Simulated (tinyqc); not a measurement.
Inside a calculation. Model: small-signal admittance of a forward-biased p+-n diode.

tinyqc, about 0.01 s, one thread, Intel Xeon 2.30GHz (shared host): `OMP_NUM_THREADS=1 python tinyqc.py 2890132 2890133 out.jsonl` Printed values are rounded.

Holes injected into a neutral base of width wb with an ohmic contact at its end; low injection, p0 far above the equilibrium density. A small voltage v exp(i w t), w = 2 pi f, modulates the edge density by p0 v/Vt, and the small-signal density obeys Dp d2p/dx2 = (1/tau + i w) p.

Inputs (values chosen for the exercise); permittivity close to that of silicon: temperature T = 300 K; relative permittivity eps_r = 11.7; donor density of the base Nd = 4.6e15 cm^-3; hole diffusion coefficient Dp = 5.7 cm^2/s; hole lifetime tau = 3e-9 s; width of the neutral base wb = 4.1 um; excess hole density at the junction edge p0 = 1.9e13 cm^-3; acceptor density of the p+ side Na = 2e19 cm^-3; signal frequency f = 1.1e8 Hz.

Constants: q = 1.602176634e-19 C, kB = 1.380649e-23 J/K, Vt = kB T/q, eps0 = 8.8541878128e-14 F/cm where lengths are in cm. Results are converted to the units shown.

## Closed-form admittance

L = sqrt(Dp tau); direct current J = (q Dp p0/L) coth(wb/L); k = sqrt(1 + i w tau)/L; diffusion admittance Y = (q Dp p0/Vt) k coth(k wb) = G + i w C_diff; junction capacitance C_j = sqrt(q eps0 eps_r Nd/(2 Vr)) in the depletion approximation, with the remaining barrier Vr = Vt ln(Na/p0), a rough value under forward bias; base-width modulation is left out.

L = 1.30767 um
J = 0.133194 A/cm^2
k wb = 4.02865+2.52974i
Y = 6.59403+4.14612i S/cm^2
C_diff = 0.00599888 uF/cm^2
C_j = 0.0326326 uF/cm^2

G is 1.28 times its low-frequency value J/Vt, and C_diff is 0.184 times C_j.

## The same by finite differences

6 equal intervals, h = wb/6; u = small-signal density over its edge value, u_0 = 1, u_6 = 0; u_(i-1) + b u_i + u_(i+1) = 0 with b = -2 - h^2 (1/tau + i w)/Dp; Y = (q Dp p0/(Vt h)) (-b/2 - u_1), which includes the half box at the edge.

b = -2.27307-0.56619i
u, node 1 to 5: [0.470101-0.199957i, 0.181786-0.188348i, 0.049751-0.125246i, 0.002214-0.068176i, -0.006117-0.028469i]
Y on the mesh = 6.54588+4.74467i S/cm^2

Against the closed form the real part is 0.73 % below it and the imaginary part 14 % above it; |k h| = 0.79.
